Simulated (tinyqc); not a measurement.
Worked calculation: plane-wave Kohn-Sham cycle with exchange-only LDA in a layered model solid. One step of it, computed by the program tinyqc.

Problem. Iteration 2: potential. V_H(G) = 4 pi rho(G)/G^2 for G != 0 (uniform background); v_x = -(3 rho/pi)^(1/3); V = V_ext + V_H + v_x; Fourier components f(G_m) = (1/N) sum_j f(x_j) exp(-i G_m x_j).

A solid whose potential varies along x alone (atomic units):
```
parameter                      value
period a                    4.400000
cross-section of the cell  37.000000
electrons per cell                 2
grid points                       16
plane waves -n..n, n               3
k points                           2
V1 in V1 cos(2 pi x/a)     -0.670000
V2 in V2 cos(4 pi x/a)     -0.050000
```

density after iteration 1 (e/bohr^3): [0.02992409, 0.02755431, 0.02163953, 0.01475160, 0.00898512, 0.00509014, 0.00284317, 0.00174399, 0.00142036, 0.00174399, 0.00284317, 0.00509014, 0.00898512, 0.01475160, 0.02163953, 0.02755431]

Give: Potentials on the grid; V(G_m), m = 0, 1, 2, ....

Solution.

Potentials on the grid (hartree):
```
x         V_ext      V_H      v_x        V
0.0000  -0.7200   0.0904  -0.3057  -0.9354
0.2750  -0.6544   0.0822  -0.2974  -0.8696
0.5500  -0.4738   0.0598  -0.2744  -0.6884
0.8250  -0.2210   0.0285  -0.2415  -0.4340
1.1000   0.0500  -0.0051  -0.2047  -0.1599
1.3750   0.2918  -0.0358  -0.1694   0.0865
1.6500   0.4738  -0.0598  -0.1395   0.2745
1.9250   0.5836  -0.0749  -0.1185   0.3902
2.2000   0.6200  -0.0800  -0.1107   0.4293
2.4750   0.5836  -0.0749  -0.1185   0.3902
2.7500   0.4738  -0.0598  -0.1395   0.2745
3.0250   0.2918  -0.0358  -0.1694   0.0865
3.3000   0.0500  -0.0051  -0.2047  -0.1599
3.5750  -0.2210   0.0285  -0.2415  -0.4340
3.8500  -0.4738   0.0598  -0.2744  -0.6884
4.1250  -0.6544   0.0822  -0.2974  -0.8696
```

V(G_m), m = 0, 1, 2, ... (hartree): [-0.2067, -0.3408, -0.0233, -0.0003, 0.0001, 0.0000, 0.0000]
